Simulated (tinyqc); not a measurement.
# Switching power and leakage at the onset of runaway

Problem. T = T0 + Rth P(T), P(T) = Pd + Pl (T/300 K)^2 exp[(q Ea/kB)(1/(300 K) - 1/T)]. At the onset of runaway the loop gain Rth dP/dT equals one as well. Find Pd and the critical Pl.

Values chosen for this exercise: ambient temperature T0 = 300 K; activation energy of the leakage Ea = 0.65 eV; thermal resistance Rth = 1.1 K/W.

Constants: q = 1.602176634e-19 C, kB = 1.380649e-23 J/K. Results are converted to the units shown.

temperature at the onset of runaway = 353.66020 K

Solution. With s = 2/T + q Ea/(kB T^2), unit gain means Rth (P - Pd) = 1/s; the heat balance then gives Pd, and the leakage term Pl.

Pd = 35.0 W
critical Pl = 0.219 W

Computed by the program tinyqc: `OMP_NUM_THREADS=1 python tinyqc.py 2520121 2520122 out.jsonl`, one thread of a shared Intel Xeon 2.30GHz, about 0.01 s for the whole run.
